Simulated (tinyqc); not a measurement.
Surface Green function of a dimerised chain, Sancho-Rubio decimation: one step of the calculation.

A semi-infinite lead of cells 0, 1, 2, ... with H0 inside a cell and H1 = <cell i|H|cell i + 1>. Cell A, B with A at the surface; -t1 joins A and B, -t2 joins B to the next A. z = E + i eta.

Task. Decimation. Start with e_s = e = H0, a = H1, b = H1^dagger. Each round: g = (z - e)^(-1); e_s <- e_s + a g b; e <- e + a g b + b g a; a <- a g a; b <- b g b (all with the old a, b). Round k joins cells 2^k apart.

Inputs (values chosen for the exercise):

| symbol | value | unit | meaning |
|---|---|---|---|
| E | 1.82 | eV | energy |
| eta | 0.0002 | eV | broadening |

e_s after round 1 (eV):

|  | A | B |
|---|---|---|
| A | 0.00000000+0.00000000i | -0.76000000+0.00000000i |
| B | -0.76000000+0.00000000i | 0.66549654-0.00010402i |

e after round 1 (eV):

|  | A | B |
|---|---|---|
| A | 0.66549654-0.00010402i | -0.76000000+0.00000000i |
| B | -0.76000000+0.00000000i | 0.66549654-0.00010402i |

a after round 1 (eV):

|  | A | B |
|---|---|---|
| A | 0.00000000+0.00000000i | 0.00000000+0.00000000i |
| B | -0.27789965+0.00007398i | 0.00000000+0.00000000i |

b after round 1 (eV):

|  | A | B |
|---|---|---|
| A | 0.00000000+0.00000000i | -0.27789965+0.00007398i |
| B | 0.00000000+0.00000000i | 0.00000000+0.00000000i |

Wanted: g; e_s after round 2; e after round 2; a after round 2; b after round 2.

Result.

g (1/eV):

|  | A | B |
|---|---|---|
| A | 1.5286-0.0010i | -1.0063+0.0009i |
| B | -1.0063+0.0009i | 1.5286-0.0010i |

e_s after round 2 (eV):

|  | A | B |
|---|---|---|
| A | 0.00000+0.00000i | -0.76000+0.00000i |
| B | -0.76000+0.00000i | 0.78355-0.00025i |

e after round 2 (eV):

|  | A | B |
|---|---|---|
| A | 0.78355-0.00025i | -0.76000+0.00000i |
| B | -0.76000+0.00000i | 0.78355-0.00025i |

a after round 2 (eV):

|  | A | B |
|---|---|---|
| A | 0.000000+0.000000i | 0.000000+0.000000i |
| B | -0.077711+0.000114i | 0.000000+0.000000i |

b after round 2 (eV):

|  | A | B |
|---|---|---|
| A | 0.000000+0.000000i | -0.077711+0.000114i |
| B | 0.000000+0.000000i | 0.000000+0.000000i |

Computed by the program tinyqc: `OMP_NUM_THREADS=1 python tinyqc.py 2680003 2680004 out.jsonl`, one thread of a shared Intel Xeon 2.30GHz, about 0.01 s for the whole run.
